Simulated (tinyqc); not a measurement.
Self-heating of a transistor with one or more fingers, with temperature-dependent conductivity: one step, computed by the program tinyqc. Command: `OMP_NUM_THREADS=1 python tinyqc.py 3001775 3001776 out.jsonl selfheat walk`. One thread of a shared host (Intel(R) Xeon(R) Processor @ 2.30GHz), about 0.07 s of CPU time with the checks.

N long parallel fingers lie on the top face of a slab whose bottom is held at T_0; the top is otherwise insulated, and heat flows in two dimensions. P in W/mm is 1000 P in W/m.

Question. Correction for the falling conductivity. Kirchhoff transformation for kappa = kappa_0 (T/T_0)^-m: T = T_0 [1 - (m - 1) theta/T_0]^(-1/(m - 1)), where theta is the linear rise. The bracket vanishes at the power P T_0/((m - 1) theta).

Inputs (values chosen for the exercise, modelled on gallium oxide): exponent m in kappa ~ T^-m = 1.24; base temperature T_0 = 298 K; power per gate width P = 0.3 W/mm.

Power: fixed power.

largest theta = 26.29470 K

Give: peak temperature; true rise; true rise / linear rise; power at which the formula diverges.

Answer.

peak temperature = 325.8 K

true rise = 27.80 K

true rise / linear rise = 1.057

power at which the formula diverges = 14.17 W/mm

The falling conductivity adds 5.7 % to the rise.
